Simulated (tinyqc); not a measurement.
Chemically amplified photoresist: aerial image, acid generation, bake, development and line width: one step, computed by the program tinyqc.

Lines and spaces of pitch p with a two-beam-like image; x = 0 is the middle of the bright space. The resist is positive and treated as uniform in depth.

Task: Space width and dose latitude. Dose E(x) = E [1 + c cos(2 pi x/p)]; acid h = 1 - exp(-C E(x)). Bake: the acid image is blurred by a Gaussian of variance sigma^2 = 2 D t (each Fourier term k of h, taken on 64 points, is multiplied by exp(-4 pi^2 k^2 D t/p^2)). The quencher then removes q, h_eff = max(h_blurred - q, 0); protection m = exp(-k_amp t h_eff). Mack rate r = r_max (a + 1)(1 - m)^n/(a + (1 - m)^n) + r_min, a = ((n + 1)/(n - 1))(1 - m_th)^n. Edge: vertical development clears the film where r t_d >= d; the space width is twice the x where r = d/t_d. Dose sensitivity = d ln(width)/d ln E from widths at 1.005 E and E/1.005; image log-slope at the edge = |d ln E/dx|, normalised by the width (NILS); latitude for 10 % of width = 10 %/sensitivity.

Inputs (values chosen for the exercise, for a model resist at 193 nm): pitch p = 210 nm; image contrast c = 0.85; mean dose E = 14 mJ/cm^2; Dill parameter C = 0.027 cm^2/mJ; quencher load q, relative to the acid generator = 0.19; acid diffusivity D = 4.8 nm^2/s; bake time t = 45 s; amplification rate k_amp = 0.074 1/s; threshold protection m_th = 0.54; development selectivity n = 20; largest rate r_max = 600 nm/s; smallest rate r_min = 0.011 nm/s; resist thickness d = 270 nm; development time t_d = 45 s.

Give: space width; dose sensitivity; NILS; dose latitude.

Result:

space width = 96.76 nm

dose sensitivity = 0.9998

NILS = 2.211

dose latitude = 10.00 %

At the same width a resist without blur would give a sensitivity 2/NILS = 0.905; the blur multiplies it by 1.11. Caution: lateral development, standing waves and the joint diffusion of acid and quencher are left out, so widths are indicative.
